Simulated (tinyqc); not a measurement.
Two regimes over temperature: microkinetic model of low-temperature epitaxy from hydride gases: adsorption, hydrogen desorption and rate control. Computed by tinyqc, a small Python program. Command: `OMP_NUM_THREADS=1 python tinyqc.py 3022232 3022233 out.jsonl hepi walk`. One thread of a shared host (Intel(R) Xeon(R) Processor @ 2.30GHz), about 0.01 s of CPU time with the checks.

Each hydride molecule needs two free sites and leaves four hydrogen atoms, of which two leave at once as H2; theta is the hydrogen coverage, the site density is 6.78 per nm^2 and one layer is 1.358 angstrom thick.

Inputs (values chosen for the exercise, close to those used for silane on Si(001)):

| quantity | value | unit |
|---|---|---|
| silane pressure p_S | 0.015 | Pa |
| sticking prefactor of silane s0 | 0.11 | - |
| adsorption barrier E_s | 0.31 | eV |
| desorption prefactor nu_d | 4.7e+12 | 1/s |
| desorption energy on silicon E_d | 2.2 | eV |
| hydrogen carrier pressure p_H | 0 | Pa |
| sticking of hydrogen s_H | 1.8e-07 | - |

Film: silicon. Order of hydrogen desorption: first.

Constants: k_B = 8.617333262e-05 eV/K; u = 1.6605390666e-27 kg; k_B = 1.380649e-23 J/K.

Method:
- Flux per site F = p/(sqrt(2 pi M k_B T) x 6.78e18 per m^2), M = 32.12 u (silane), 2.016 u (hydrogen); s = s0 exp(-E_s/(k_B T)); k_S = s F_S = k; k_H = s_H F_H; k_d = nu_d exp(-E_d/(k_B T)).
- With k the hydride and k_H the hydrogen adsorption rate on free pairs and k_d the desorption rate, steady state: 2 (k + k_H)(1 - theta)^2 = k_d theta; growth rate R = k (1 - theta)^2 layers/s; 1 layer/s = 8.148 nm/min.
- Temperatures in kelvin are T(C) + 273.15.
- Limits: desorption-limited R = k_d k/(2 (k + k_H)), adsorption-limited R = k.

Growth:

| T (C) | theta | G (nm/min) | desorption limit (nm/min) | adsorption limit (nm/min) |
|---|---|---|---|---|
| 400 | 9.4012e-01 | 6.0844e-04 | 6.4719e-04 | 0.1697 |
| 450 | 8.2397e-01 | 7.3415e-03 | 8.9099e-03 | 0.2369 |
| 500 | 5.9457e-01 | 5.1955e-02 | 8.7381e-02 | 0.3161 |
| 550 | 3.0354e-01 | 1.9712e-01 | 6.4939e-01 | 0.4064 |
| 600 | 1.0568e-01 | 4.0532e-01 | 3.8356e+00 | 0.5068 |
| 650 | 3.0954e-02 | 5.7852e-01 | 1.8690e+01 | 0.6161 |
| 700 | 9.2967e-03 | 7.1948e-01 | 7.7392e+01 | 0.7331 |
| 750 | 3.0520e-03 | 8.5125e-01 | 2.7892e+02 | 0.8565 |
| 800 | 1.1020e-03 | 9.8296e-01 | 8.9202e+02 | 0.9851 |
| 850 | 4.3423e-04 | 1.1170e+00 | 2.5723e+03 | 1.1179 |

What does the comparison show, and why?

The apparent activation energy of G is 2.09 eV between the first rows and 0.27 eV between the last; full hydrogen cover gives a value near the desorption energy (plus E_s where k_H far exceeds k), a bare surface one near E_s less k_B T/2 from the flux. The coverage passes one half between 500 and 550 C, the knee of the Arrhenius plot.

Extremes, crossings and ranges named in words are read from the listed rows.
